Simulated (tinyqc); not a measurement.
# Field from the transmission

Inverse problem. The left lead has its band edge at 0; for x > 0 the edge falls without end, U(x) = U0 - F x, with mass m1. No transverse momentum; C = hbar^2/(2 m0); psi and psi'/m are continuous at x = 0. The outgoing solution is Bi(z) + i Ai(z). Energy scale e = (C F^2/m1)^(1/3), z(x) = (U(x) - E)/e, s = (dz/dx)/m1 = -F/(e m1); v = k/m in a lead. With the Airy functions at z = z(0): g = s (Bi' + i Ai')/(Bi + i Ai), r = (i vL - g)/(i vL + g), T(E) = 1 - |r|^2 = 4 vL Im(g)/|i vL + g|^2, vL = sqrt(mL E/C)/mL. Find F, known to lie between 0.22 and 3.6 V/nm, and z(0).

Parameters, values chosen for the exercise: mass in the left lead mL = 0.17 m0; barrier edge at x = 0 U0 = 0.75 eV; mass in the barrier m1 = 0.37 m0; electron energy E = 0.104 eV.

Constants: q = 1.602176634e-19 C, hbar = 1.054571817e-34 J s, m0 = 9.1093837015e-31 kg, hbar^2/(2 m0) = 0.0380998212 eV nm^2. Results are converted to the units shown.

T(E) = 0.16064833

Answer. Over that range T(E) rises steadily with F, so there is one root, found by bisection.

F = 0.8900 V/nm
z(0) = 1.490

Computed by the program tinyqc: `OMP_NUM_THREADS=1 python tinyqc.py 2580125 2580126 out.jsonl`, one thread of a shared Intel Xeon 2.30GHz, about 0.01 s for the whole run.
